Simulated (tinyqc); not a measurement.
Hot electrons in a saturated n-channel MOSFET, lucky-electron model: one step of the calculation.

Beyond pinch-off the lateral field grows as Esat cosh(y/l) over the velocity-saturated region (pseudo-two-dimensional model). Impact ionisation in this region gives the substrate current, which biases the body forward through Rsub. Currents are per width. Local-field laws: they overstate ionisation when the field peak is narrower than an energy relaxation length.

Problem. Body bias from the substrate current. Cox = 3.9 eps0/tox. Overdrive g = Vg - VT + kb Vb; Vdsat = g Esat L/(g + Esat L); Id = Cox vs (g - Vdsat); dV = Vd - Id Rd - Vdsat; Em = sqrt((dV/l)^2 + Esat^2); Isub = Id (Ai/Bi) l Em exp(-Bi/Em). Vb(new) = Rsub Isub.

Values chosen for this exercise; values close to those of silicon n-channel devices: channel length L = 0.5 um; oxide thickness tox = 13 nm; threshold VT = 0.62 V; saturation velocity vs = 7.4e6 cm/s; ionisation prefactor Ai = 2e6 1/cm; ionisation field Bi = 1.72 MV/cm; resistance of the lightly doped drain Rd = 700 ohm um; substrate resistance Rsub = 19000 ohm um; fall of VT per volt of forward body bias kb = 0.45; drain voltage Vd = 3.7 V; gate voltage Vg = 2.5 V.

Constants: eps0 = 8.8541878128e-14 F/cm where lengths are in cm. Results are converted to the units shown.

Vb at the start = 0 V
l = 76.485293 nm
Esat = 0.049333333 MV/cm

Wanted: Vdsat; Id; dV; Em; Isub; Vb after iteration 1.

Solution.

Vdsat = 1.0669 V
Id = 159.83 uA/um
dV = 2.5212 V
Em = 0.33331 MV/cm
Isub = 2.7194 uA/um
Vb after iteration 1 = 0.051668 V

Program tinyqc, `OMP_NUM_THREADS=1 python tinyqc.py 2550113 2550114 out.jsonl`; Intel Xeon 2.30GHz, shared host, one thread, about 0.01 s.
